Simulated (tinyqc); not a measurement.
From results back to parameters: periodic multilayer mirror for extreme ultraviolet light. Three cases, with inputs chosen for the exercise.

Problem. With a mean index 1 - dm the Bragg wavelength is lam_B = 2 L sqrt((1 - dm)^2 - sin^2 theta). It is given at 0 degrees and at th2; L and dm are hidden. Then the absorber share is Gm = (dm - delta_S)/(delta_A - delta_S), with the first entries of dS and dA; L is the period.

Case 1.

Values chosen (out of a larger set: optical constants near those of Mo and Si at 13.5 nm; not measured data): th2 = 20 degrees (second angle); dA = (0.0745, 0.00635) (delta and beta of the absorber, N = 1 - delta + i beta); dS = (0.0011, 0.00181) (delta and beta of the spacer and the substrate).

lam_B at 0 = 13.398504 nm
lam_B at th2 = 12.534486 nm

Case 2.

Values chosen (out of a larger set: optical constants near those of Mo and Si at 13.5 nm; not measured data): th2 = 20 degrees (second angle); dA = (0.0736, 0.00663) (delta and beta of the absorber, N = 1 - delta + i beta); dS = (0.0011, 0.00174) (delta and beta of the spacer and the substrate).

lam_B at 0 = 13.480128 nm
lam_B at th2 = 12.611403 nm

Case 3.

Values chosen (out of a larger set: optical constants near those of Mo and Si at 13.5 nm; not measured data): th2 = 20 degrees (second angle); dA = (0.0779, 0.00605) (delta and beta of the absorber, N = 1 - delta + i beta); dS = (0.0009, 0.00193) (delta and beta of the spacer and the substrate).

lam_B at 0 = 13.496528 nm
lam_B at th2 = 12.623765 nm

Find: L; dm; Gm.

Solution. The difference of the squares is 4 L^2 sin^2(th2); then 1 - dm = lam_B(0)/(2 L).

Case 1.

L = 6.920 nm
dm = 0.0319
Gm = 0.42

Case 2.

L = 6.960 nm
dm = 0.0316
Gm = 0.42

Case 3.

L = 6.980 nm
dm = 0.0332
Gm = 0.42

Computed by tinyqc, one run a case: `OMP_NUM_THREADS=1 python tinyqc.py N N+1 out.jsonl` with N = 1652279, 1652310, 1652340; one thread of a shared Intel(R) Xeon(R) Processor @ 2.30GHz, about 0.01 s a run at most.
